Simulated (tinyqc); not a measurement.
Hartree-Fock atom on a uniform radial grid, spin-unpolarised, for He, step by step. Computed by tinyqc, a small Python program that keeps every step. Settings: Z = 2, points = 256, R = 7.0, functional = hf2, mixing = 1.0, iteration cap = 53. Command: `OMP_NUM_THREADS=1 python tinyqc.py 23882 23883 out.jsonl` (the two numbers bound the seeds that draw the settings). One thread of a shared host (Intel(R) Xeon(R) Processor @ 2.60GHz), about 0.2 s of CPU time with the checks. Later iterations appear only in the table of the cycle.

## Iteration 1

Spherical atom on a uniform radial grid r_j = j h with h = R/(N + 1), h sum u^2 = 1 and integrals as h times sums, u(0) = u(R) = 0 (atomic units):
```
parameter           value
Z                       2
points N              256
R                7.000000
h                0.027237
mixing           1.000000
electrons in 1s         2
```

Three-point differences turn -u''/2 + [l(l+1)/2r^2 - Z/r + V] u = e u into a tridiagonal matrix (diagonal 1/h^2 + potential, off-diagonal -1/2h^2). D = sum f u^2; the Hartree potential y/r solves y'' = -D/r with y(0) = 0, y(R) = N_e; for two electrons in one orbital exchange is -V_H/2 (Hartree-Fock); E = sum f e - int D V + int D (V_H/2 + eps_xc); V(new) = V + mixing (V_H + v_xc - V).

eigenvalues (hartree): 1s -1.998518

Every 16th grid point:
```
r             V in     u(1s)         D       V_H       v_xc
0.435798  0.000000  1.030851  2.125310  3.086236  -1.543118
0.871595  0.000000  0.862748  1.488669  2.101804  -1.050902
1.307393  0.000000  0.541543  0.586538  1.500101  -0.750050
1.743191  0.000000  0.302155  0.182595  1.142487  -0.571244
2.178988  0.000000  0.158051  0.049960  0.917048  -0.458524
2.614786  0.000000  0.079366  0.012598  0.764744  -0.382372
3.050584  0.000000  0.038747  0.003003  0.655589  -0.327794
3.486381  0.000000  0.018531  0.000687  0.573657  -0.286828
3.922179  0.000000  0.008724  0.000152  0.509920  -0.254960
4.357977  0.000000  0.004056  0.000033  0.458928  -0.229464
4.793774  0.000000  0.001866  0.000007  0.417208  -0.208604
5.229572  0.000000  0.000851  1.45e-06  0.382440  -0.191220
5.665370  0.000000  0.000383  2.94e-07  0.353022  -0.176511
6.101167  0.000000  0.000168  5.63e-08  0.327806  -0.163903
6.536965  0.000000  0.000064  8.17e-09  0.305952  -0.152976
6.972763  0.000000  3.34e-06  2.23e-11  0.286830  -0.143415
```

total energy = -2.74740808 hartree

## Iteration 2

As before.

eigenvalues (hartree): 1s -0.819692

Every 16th grid point:
```
r             V in     u(1s)         D       V_H       v_xc
0.435798  1.543118  0.862341  1.487264  2.600773  -1.300386
0.871595  1.050902  0.840446  1.412697  1.911860  -0.955930
1.307393  0.750050  0.650003  0.845007  1.435476  -0.717738
1.743191  0.571244  0.460858  0.424780  1.121776  -0.560888
2.178988  0.458524  0.311821  0.194465  0.910587  -0.455293
2.614786  0.382372  0.204801  0.083887  0.762751  -0.381376
3.050584  0.327794  0.131750  0.034716  0.654977  -0.327489
3.486381  0.286828  0.083460  0.013931  0.573470  -0.286735
3.922179  0.254960  0.052234  0.005457  0.509863  -0.254932
4.357977  0.229464  0.032358  0.002094  0.458912  -0.229456
4.793774  0.208604  0.019843  0.000788  0.417203  -0.208601
5.229572  0.191220  0.012010  0.000288  0.382439  -0.191220
5.665370  0.176511  0.007094  0.000101  0.353022  -0.176511
6.101167  0.163903  0.003942  0.000031  0.327806  -0.163903
6.536965  0.152976  0.001790  0.000006  0.305952  -0.152976
6.972763  0.143415  0.000100  2.02e-08  0.286830  -0.143415
```

total energy = -2.84996614 hartree

## Iteration 3

As before.

eigenvalues (hartree): 1s -0.949994

Every 16th grid point:
```
r             V in     u(1s)         D       V_H       v_xc
0.435798  1.300386  0.915086  1.674763  2.750158  -1.375079
0.871595  0.955930  0.852453  1.453353  1.974575  -0.987287
1.307393  0.717738  0.624221  0.779305  1.458789  -0.729394
1.743191  0.560888  0.418565  0.350393  1.129991  -0.564996
2.178988  0.455293  0.268193  0.143855  0.913402  -0.456701
2.614786  0.381376  0.167085  0.055834  0.763699  -0.381850
3.050584  0.327489  0.102105  0.020851  0.655292  -0.327646
3.486381  0.286735  0.061517  0.007569  0.573573  -0.286787
3.922179  0.254932  0.036656  0.002687  0.509897  -0.254948
4.357977  0.229456  0.021642  0.000937  0.458922  -0.229461
4.793774  0.208601  0.012667  0.000321  0.417206  -0.208603
5.229572  0.191220  0.007333  0.000108  0.382440  -0.191220
5.665370  0.176511  0.004158  0.000035  0.353022  -0.176511
6.101167  0.163903  0.002234  0.000010  0.327806  -0.163903
6.536965  0.152976  0.000991  1.96e-06  0.305952  -0.152976
6.972763  0.143415  0.000055  6.07e-09  0.286830  -0.143415
```

total energy = -2.85840990 hartree

## Convergence

Stop when input and output potentials agree to 1e-7.

Course of the cycle (hartree):
```
iteration            E      e(1s)  largest |V(out) - V(in)|
1          -2.74740808  -1.998518                  2.00e+00
2          -2.84996614  -0.819692                  4.06e-01
3          -2.85840990  -0.949994                  1.21e-01
4          -2.85914219  -0.907732                  3.54e-02
5          -2.85920548  -0.919772                  1.04e-02
6          -2.85921096  -0.916198                  3.07e-03
7          -2.85921144  -0.917247                  9.02e-04
8          -2.85921148  -0.916938                  2.65e-04
9          -2.85921148  -0.917029                  7.81e-05
10         -2.85921148  -0.917002                  2.30e-05
11         -2.85921148  -0.917010                  6.76e-06
12         -2.85921148  -0.917007                  1.99e-06
13         -2.85921148  -0.917008                  5.85e-07
14         -2.85921148  -0.917008                  1.72e-07
15         -2.85921148  -0.917008                  5.06e-08
```

Converged in 15 iterations. A uniform grid resolves the cusp poorly: for a bare nucleus this grid gives 1s at -1.99852 against -Z^2/2 = -2 hartree. Before convergence this energy mixes input and output and is not variational, so it may rise towards its limit.
